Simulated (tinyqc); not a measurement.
# Free and trapped electrons in a MOS channel with a dense trap tail, step by step

Program tinyqc, `OMP_NUM_THREADS=1 python tinyqc.py 2222232 2222233 out.jsonl`; Intel Xeon 2.30GHz, shared host, one thread, about 0.02 s. Printed values are rounded.

p-type body, charge-sheet picture, full ionisation (an idealisation for deep acceptors), Boltzmann statistics for free electrons. e = Ec - EF at the surface. Acceptor-like traps of density D(E) = D0 + De exp(-E/Ew) at depth E below Ec, from 0 to Eu, hold n_t = integral of D(E)/(1 + exp((e - E)/Vt)). psi = Eg - Vt ln(Nv/Na) - e; N_dep = sqrt(2 eps0 eps_r Na (psi - Vt)/q); n_f = sqrt(N_dep^2 + 2 eps0 eps_r Vt Nc exp(-e/Vt)/q) - N_dep; Vg = Vfb + psi + q (N_dep + n_t + n_f)/Cox, Cox = eps0 eox/tox.

Parameters, values chosen for the exercise; band and dielectric values close to those of 4H silicon carbide:
```
symbol,value,unit,meaning
T,300,K,temperature
Eg,3.21,eV,band gap
eps_r,9.86,,relative permittivity
Nc,1.7e19,cm^-3,conduction-band density of states at T
Nv,2.55e19,cm^-3,valence-band density of states at T
eox,3.9,,relative permittivity of the insulator
tox,52,nm,insulator thickness
Na,2e17,cm^-3,acceptor density
Vfb,-2.31,V,flat-band voltage without trapped charge
D0,1.9e11,cm^-2 eV^-1,constant background density of acceptor-like traps
De,4.4e13,cm^-2 eV^-1,density of the tail at the conduction edge
Ew,0.09,eV,decay energy of the tail
Eu,0.83,eV,depth below Ec down to which the traps reach
mf,160,cm^2/(V s),mobility of free electrons
e,0.047,eV,Ec - EF at the surface
```

Constants: q = 1.602176634e-19 C, kB = 1.380649e-23 J/K, Vt = kB T/q, eps0 = 8.8541878128e-14 F/cm where lengths are in cm. Results are converted to the units shown.

Range of the model: EF lies less than 2 Vt below the band edge, or above it, where degeneracy and confinement, left out, matter.

## Trapped charge

Trapezoid rule on 13 equal steps from 0 to Eu, f = 1/(1 + exp((e - E)/Vt)).

| point | E (eV) | D(E) f (cm^-2 eV^-1) |
|---|---|---|
| 0 | 0 | 6.171977e12 |
| 1 | 0.06384615 | 1.435407e13 |
| 2 | 0.1276923 | 1.038039e13 |
| 3 | 0.1915385 | 5.408055e12 |
| 4 | 0.2553846 | 2.766016e12 |
| 5 | 0.3192308 | 1.457632e12 |
| 6 | 0.3830769 | 8.136141e11 |
| 7 | 0.4469231 | 4.967805e11 |
| 8 | 0.5107692 | 3.409172e11 |
| 9 | 0.5746154 | 2.642420e11 |
| 10 | 0.6384615 | 2.265225e11 |
| 11 | 0.7023077 | 2.079668e11 |
| 12 | 0.7661538 | 1.988386e11 |
| 13 | 0.83 | 1.943480e11 |

n_t = 2.560116e12 cm^-2

With 1600 steps n_t = 2.605e12 cm^-2; the coarse value is 1.7 % below it.

## Charges and gate voltage

psi, N_dep, n_f and Vg as defined, with the n_t given; free share n_f/(n_f + n_t); apparent mobility mf n_f/(n_f + n_t); gate voltage spent on traps q n_t/Cox.

psi = 3.037666 V
N_dep = 2.562133e12 cm^-2
n_f = 1.474917e11 cm^-2
Vg = 13.44189 V
free share = 5.447306 %
apparent mobility = 8.715690 cm^2/(V s)
gate voltage spent on traps = 6.176751 V
